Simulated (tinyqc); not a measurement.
Tight binding, honeycomb lattice, step by step. One step of it, computed by the program tinyqc.

Task: Bloch Hamiltonian at K. H_AB = -t1 (1 + exp(-i k.a1) + exp(-i k.a2)); H_AA = delta - 2 t2 sum cos(k.b + phi), H_BB = -delta - 2 t2 sum cos(k.b - phi), b = a1, a2 - a1, -a2.

Parameters chosen for this model:
```
parameter     value                        unit
t1         2.840000                 eV, nearest
t2         0.380000       eV, second neighbours
phi        2.360000  rad, phase of t2 (Haldane)
delta      1.020000          eV, +/- on A and B
```

k point K (fractions of the reciprocal vectors): [0.333333, 0.666667]

Give: H(k) at K.

Result:

H(k) at K (eV), order A, B:
```
[[1.602, 0.000],
 [0.000, -3.220]]
```
